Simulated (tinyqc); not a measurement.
Inside a calculation. Method: Luttinger-Kohn k.p, four valence bands. One step of it, computed by the program tinyqc.

Problem. Hole masses. E = c [g1 k^2 -/+ 2 sqrt(g2^2 k^4 + 3 (g3^2 - g2^2)(kx^2 ky^2 + ky^2 kz^2 + kz^2 kx^2))] with c = hbar^2/2m, and m* = hbar^2 k^2 / (2 E).

Luttinger parameters chosen for this model; energies are counted downward from the top of the valence band:
```
parameter,value,unit
g1,12.720000,
g2,1.690000,
g3,3.620000,
```

Give: Masses.

Solution.

Masses (electron masses):
```
direction,heavy,light
[100],0.1071,0.0621
[110],0.1606,0.0520
[111],0.1825,0.0501
```
